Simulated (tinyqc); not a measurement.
Inside a calculation. Method: LDA (PW92) atom on a uniform radial grid, spin-unpolarised, for Be. Computed by tinyqc, a small Python program that keeps every step. Settings: Z = 4, points = 192, R = 14.6, functional = lda,pw, mixing = 0.6, iteration cap = 72. Command: `OMP_NUM_THREADS=1 python tinyqc.py 27476 27477 out.jsonl` (the two numbers bound the seeds that draw the settings). One thread of a shared host (Intel(R) Xeon(R) Processor @ 2.60GHz), about 0.2 s of CPU time with the checks. Later iterations appear only in the table of the cycle.

## Iteration 1

Spherical atom on a uniform radial grid r_j = j h with h = R/(N + 1), h sum u^2 = 1 and integrals as h times sums, u(0) = u(R) = 0 (atomic units):
```
parameter            value
Z                        4
points N               192
R                14.600000
h                 0.075648
mixing            0.600000
electrons in 1s          2
electrons in 2s          2
```

Three-point differences turn -u''/2 + [l(l+1)/2r^2 - Z/r + V] u = e u into a tridiagonal matrix (diagonal 1/h^2 + potential, off-diagonal -1/2h^2). D = sum f u^2; the Hartree potential y/r solves y'' = -D/r with y(0) = 0, y(R) = N_e; v_xc comes from rho = D/(4 pi r^2); E = sum f e - int D V + int D (V_H/2 + eps_xc); V(new) = V + mixing (V_H + v_xc - V).

eigenvalues (hartree): 1s -7.82481, 2s -1.98868

Every 12th grid point:
```
r            V in     u(1s)      u(2s)         D      V_H       v_xc
0.90777   0.00000   0.39696   -0.67288   1.22068  3.63515   -0.54468
1.81554   0.00000   0.02218   -0.71841   1.03320  2.15004   -0.33793
2.72332   0.00000   0.00093   -0.29897   0.17877  1.46597   -0.15585
3.63109   0.00000  3.46e-05   -0.09206   0.01695  1.10147   -0.06495
4.53886   0.00000  1.21e-06   -0.02433   0.00118  0.88127   -0.02541
5.44663   0.00000  4.05e-08   -0.00586   0.00007  0.73440   -0.00942
6.35440   0.00000  1.32e-09   -0.00133  3.52e-06  0.62948   -0.00334
7.26218   0.00000  4.22e-11   -0.00029  1.65e-07  0.55080   -0.00114
8.16995   0.00000         0   -0.00006  7.21e-09  0.48960   -0.00038
9.07772   0.00000         0  -1.22e-05  2.99e-10  0.44064   -0.00012
9.98549   0.00000         0  -2.44e-06  1.19e-11  0.40058  -4.01e-05
10.89326  0.00000         0  -4.77e-07         0  0.36720    0.00000
11.80104  0.00000         0  -9.21e-08         0  0.33895    0.00000
12.70881  0.00000         0  -1.75e-08         0  0.31474    0.00000
13.61658  0.00000         0  -3.23e-09         0  0.29376    0.00000
14.52435  0.00000         0  -1.51e-10         0  0.27540    0.00000
```

total energy = -13.2137648 hartree

## Iteration 2

As before.

eigenvalues (hartree): 1s -4.81504, 2s -0.69174

Every 12th grid point:
```
r            V in     u(1s)      u(2s)         D      V_H      v_xc
0.90777   1.85428   0.48296   -0.38789   0.76742  3.30818  -0.47188
1.81554   1.08727   0.04565   -0.72838   1.06524  2.03723  -0.34109
2.72332   0.78607   0.00350   -0.51892   0.53859  1.44454  -0.21699
3.63109   0.62191   0.00025   -0.28219   0.15926  1.09825  -0.12678
4.53886   0.51352  1.67e-05   -0.13532   0.03662  0.88083  -0.07156
5.44663   0.43499  1.11e-06   -0.06047   0.00731  0.73434  -0.03953
6.35440   0.37569  7.20e-08   -0.02584   0.00134  0.62948  -0.02146
7.26218   0.32979  4.64e-09   -0.01071   0.00023  0.55080  -0.01147
8.16995   0.29353  2.96e-10   -0.00434  3.76e-05  0.48960  -0.00604
9.07772   0.26431  1.88e-11   -0.00173  5.96e-06  0.44064  -0.00314
9.98549   0.24032         0   -0.00068  9.17e-07  0.40058  -0.00162
10.89326  0.22032         0   -0.00026  1.38e-07  0.36720  -0.00083
11.80104  0.20337         0   -0.00010  2.02e-08  0.33895  -0.00042
12.70881  0.18885         0  -3.77e-05  2.85e-09  0.31474  -0.00021
13.61658  0.17626         0  -1.28e-05  3.26e-10  0.29376  -0.00010
14.52435  0.16524         0  -8.21e-07         0  0.27540   0.00000
```

total energy = -14.0035598 hartree

## Convergence

Stop when input and output potentials agree to 1e-7.

Course of the cycle (hartree):
```
iteration            E     e(1s)     e(2s)  largest |V(out) - V(in)|
1          -13.2137648  -7.82481  -1.98868                  6.68e+00
2          -14.0035598  -4.81504  -0.69174                  1.74e+00
3          -14.1008102  -3.97554  -0.33724                  3.86e-01
4          -14.1088781  -3.77431  -0.24080                  7.83e-02
5          -14.1093686  -3.73346  -0.21471                  1.74e-02
6          -14.1093967  -3.72652  -0.20737                  5.02e-03
7          -14.1093986  -3.72574  -0.20516                  1.91e-03
8          -14.1093988  -3.72582  -0.20445                  8.63e-04
9          -14.1093988  -3.72594  -0.20421                  3.54e-04
10         -14.1093988  -3.72600  -0.20412                  1.40e-04
11         -14.1093988  -3.72602  -0.20409                  5.50e-05
12         -14.1093988  -3.72604  -0.20408                  2.15e-05
13         -14.1093988  -3.72604  -0.20408                  8.47e-06
14         -14.1093988  -3.72604  -0.20408                  3.35e-06
15         -14.1093988  -3.72604  -0.20408                  1.34e-06
16         -14.1093988  -3.72604  -0.20408                  5.35e-07
17         -14.1093988  -3.72604  -0.20408                  2.15e-07
18         -14.1093988  -3.72604  -0.20408                  8.71e-08
```

Converged in 18 iterations. A uniform grid resolves the cusp poorly: for a bare nucleus this grid gives 1s at -7.82481 against -Z^2/2 = -8 hartree. Before convergence this energy mixes input and output and is not variational, so it may rise towards its limit.
